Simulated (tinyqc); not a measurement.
# The weight eta from points of equal mobility

Inverse problem. If the mobility depends on E = q (Ndep + eta Ns)/(eps0 eps_r) alone, two points of equal mobility on its falling branch have equal E. Find eta and E.

Parameters, values chosen for the exercise: relative permittivity of the semiconductor eps_r = 11.9.

Constants: q = 1.602176634e-19 C, eps0 = 8.8541878128e-14 F/cm where lengths are in cm. Results are converted to the units shown.

Ndep at two body biases (cm^-2): [1.2560787e12, 2.0832194e12]
Ns at which the mobility is the same (cm^-2): [8.6e12, 6.5825836e12]

Solution. eta is the ratio of the differences of Ndep and Ns.

eta = 0.4100
E = 0.7272 MV/cm

Program tinyqc, `OMP_NUM_THREADS=1 python tinyqc.py 2510005 2510006 out.jsonl`; Intel Xeon 2.30GHz, shared host, one thread, about 0.01 s.
